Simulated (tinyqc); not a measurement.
Active against total: solid solubility of a dopant against its melt (retrograde solidus), clustering and the electrically active fraction. Computed by tinyqc, a small Python program. Command: `OMP_NUM_THREADS=1 python tinyqc.py 3027873 3027874 out.jsonl retro walk`. One thread of a shared host (Intel(R) Xeon(R) Processor @ 2.30GHz), about 0.01 s of CPU time with the checks.

Inputs (values chosen for the exercise, of the order of those of aluminium in silicon for the solubility):

| quantity | value | unit |
|---|---|---|
| atoms per cluster m | 4 | - |
| cluster scale N* at 1273 K | 5.7e+20 | 1/cm^3 |
| activation energy E_b of the cluster scale | 0.44 | eV |
| anneal temperature T_a | 1075 | K |

Clustering: clusters of m atoms, electrons left out.

Constants: k_B = 8.617333262e-05 eV/K.

Method. A highly soluble donor (another dopant than that of the solidus) is limited by clustering. Donors N_a are active, and clusters hold m atoms each: N_t = N_a + m C, m C = N* (N_a/N*)^m, with N*(T) = N*(1273 K) exp[-(E_b/k_B)(1/T - 1/1273)].

Active density (1/cm^3):

| N_t (1/cm^3) | N_a at T_a | fraction | N_a at T_a + 150 K | N_a at T_a - 150 K |
|---|---|---|---|---|
| 1.00e+19 | 9.9995e+18 | 0.99995 | 9.9999e+18 | 9.9950e+18 |
| 3.00e+19 | 2.9960e+19 | 0.99867 | 2.9993e+19 | 2.9616e+19 |
| 1.00e+20 | 9.5824e+19 | 0.95824 | 9.9163e+19 | 7.9775e+19 |
| 2.00e+20 | 1.6409e+20 | 0.82045 | 1.8897e+20 | 1.1442e+20 |
| 5.00e+20 | 2.6300e+20 | 0.52601 | 3.5795e+20 | 1.6137e+20 |
| 1.00e+21 | 3.3978e+20 | 0.33978 | 4.9220e+20 | 2.0006e+20 |
| 2.00e+21 | 4.2244e+20 | 0.21122 | 6.3072e+20 | 2.4353e+20 |
| 5.00e+21 | 5.4755e+20 | 0.10951 | 8.3305e+20 | 3.1128e+20 |

What does the comparison show, and why?

The exponent d ln N_a/d ln N_t falls from 1.00 to 0.28, towards 1/m = 0.250. At the highest dose a 150 K hotter anneal gives 1.52 times the active density, and a later step 150 K cooler would cut it to 0.57 if it ran to equilibrium: short hot anneals come last. For ionised donors far above n_i the electrons enter the mass action too and halve the limiting exponent.

Extremes, crossings and ranges named in words are read from the listed rows.
